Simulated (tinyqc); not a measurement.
Worked calculation: Finnis-Sinclair potential for a bcc metal: fit to cohesion and elasticity, then vacancy, surfaces and structure. Computed by tinyqc, a small Python program that keeps every step. Command: `OMP_NUM_THREADS=1 python tinyqc.py 3113180 3113181 out.jsonl fsfit walk`. One thread of a shared host (Intel(R) Xeon(R) Processor @ 2.30GHz), about 0.01 s of CPU time with the checks. Intermediate numbers are printed to about 7 digits and carried at full precision; extremes and crossings named in words are read from the listed rows.

E = (1/2) sum V(r) - A sqrt(rho), rho = sum phi(r), phi = (r - d)^2 for r < d, V = (r - c)^2 (c0 + c1 r + c2 r^2) for r < c. In bcc the 8 first neighbours lie at sqrt(3) a/2 and the 6 second at a; both cut-offs lie below the third shell; Omega = a^3/2; E is per atom and z the number of atoms in a shell. The four constants A, c0, c1, c2 are fitted to E_c, zero pressure, B and C12 - C44 alone, so C44 and C11 - C12 are not matched singly; defects are unrelaxed.

Inputs (values chosen for the exercise, modelled on tungsten): lattice constant a = 3.165 angstrom; cohesive energy E_c = 8.96 eV; target C11 = 522 GPa; target C12 = 206 GPa; target C44 = 163 GPa; density cut-off d/a = 1.405; pair cut-off c/a = 1.037.

Constants: 1 eV/angstrom^3 = 160.2176634 GPa; 1 eV/angstrom^2 = 16.02176634 J/m^2.

## Density sums and the constant A

rho = sum z phi, rho1 = sum z r phi', rho2 = sum z r^2 phi''. At zero pressure the effective pair part V + 2 F' phi obeys C12 = C44, so C12 - C44 = F'' (rho1/3)^2/Omega with F'' = A/(4 rho^(3/2)); this gives A.

rho = 33.13797 angstrom^2

rho1 = -123.4949 angstrom^2

rho2 = 240.4134 angstrom^2

A = 1.915767 eV/angstrom

## Three linear equations for c0, c1, c2

With v_k = (r - c)^2 r^k the rows are (1/2) sum z v_k, (1/2) sum z r v_k' and (1/2) sum z r^2 v_k''. With rho1 = sum z r phi' and rho2 = sum z r^2 phi'' the right-hand sides are: -E_c + A sqrt(rho) (cohesion); A rho1/(2 sqrt(rho)) (zero pressure); 9 B Omega + A [rho2/(2 sqrt(rho)) - rho1^2/(4 rho^(3/2))] with B = (C11 + 2 C12)/3.

matrix, rows cohesion, pressure, bulk modulus, columns c0, c1, c2:
$$\begin{pmatrix}
1.2124 & 3.3407 & 9.2120 \\
-14.0897 & -36.2217 & -92.9998 \\
120.2067 & 275.8438 & 626.3490
\end{pmatrix}$$

right-hand side (eV): [2.0682, -20.5494, 278.9494]

## Solution

Solve the three equations.

c0, c1, c2 (eV/angstrom^2, eV/angstrom^3, eV/angstrom^4): [86.32779, -64.11182, 12.11244]

## Elastic constants of the fitted potential

Second differences of E with strains of 1e-4: e_xx gives C11, (e_xx, e_yy) = (1, -1) gives 2 (C11 - C12), an engineering shear gives C44. B and C12 - C44 are fitted; the one combination left tests the choice of d.

C11 = 534.3741 GPa

C12 = 199.8131 GPa

C44 = 156.8130 GPa

error of C44 = -3.795685 %

error of C' = (C11 - C12)/2 = 5.873751 %

C44 comes out low and C' high: with B and C12 - C44 fixed, C44 + 2 C'/3 is fixed too, so the two errors have opposite signs.

## Unrelaxed vacancy

E_v = -A sum_shells z [sqrt(rho - phi(r)) - sqrt(rho)] - (1/2) sum z V(r): the neighbours lose one bond each, and the atom is put back in the bulk.

V at the two shells (eV): [0.4682335, 0.0650980]

phi at the two shells (angstrom^2): [2.909940, 1.643075]

vacancy energy E_v = 3.555732 eV

E_v/E_c = 0.3968451

A pair potential would give E_v = E_c; the square root lowers the ratio to 0.40.

## Unrelaxed surfaces

An atom in layer i below the surface keeps only neighbours no higher than the top layer; gamma = sum_i (E_i + E_c)/(area per surface atom), with layer spacings a/2, a/sqrt2 and areas a^2, a^2/sqrt2 for (100) and (110).

Excess energy by layer (eV):
```
face    layer 1   layer 2  layer 3
(100)  1.522724  0.244332        0
(110)  1.103348  0.000000        0
```

gamma(100) = 2.826268 J/m^2

gamma(110) = 2.495689 J/m^2

gamma(100)/gamma(110) = 1.13.

## bcc against fcc

E of each lattice against the volume per atom, as a multiple of Omega; all neighbours inside the cut-offs are summed.

Energies (eV/atom):
```
V/Omega        bcc        fcc  fcc less bcc (meV)
0.80     -8.240004  -8.655650           -415.6454
0.84     -8.548967  -8.819908           -270.9408
0.88     -8.747672  -8.860012           -112.3404
0.92     -8.869508  -8.821252             48.2561
0.96     -8.936458  -8.737233            199.2248
1.00     -8.960000  -8.632379            327.6213
1.05     -8.922133  -8.497614            424.5182
1.10     -8.807563  -8.377991            429.5721
1.20     -8.462252  -8.219222            243.0297
```

The lowest fcc row, at V/Omega = 0.88, lies +100 meV from the bcc minimum: the fit keeps bcc stable, though nothing in it asked for that.

Checks made by the program: B and C12 - C44 recovered (relative difference 3e-07).
